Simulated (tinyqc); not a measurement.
## Stability and critical current from long pulses

Problem. For long pulses a magnetic tunnel junction switches at I = Ic0 [1 - ln(tp/t0)/Delta]. Find Ic0 and Delta.

Parameters, values chosen for the exercise: attempt time t0 = 1 ns.

switching current for pulses of 0.0001 and 0.1 s (uA): [40.489790, 36.982914]

Solution. I is linear in ln tp: it equals Ic0 at tp = t0, and the slope is -Ic0/Delta.

Ic0 = 46.33 uA
Delta = 91.27

tinyqc, about 0.01 s, one thread, Intel Xeon 2.30GHz (shared host): `OMP_NUM_THREADS=1 python tinyqc.py 2450046 2450047 out.jsonl`
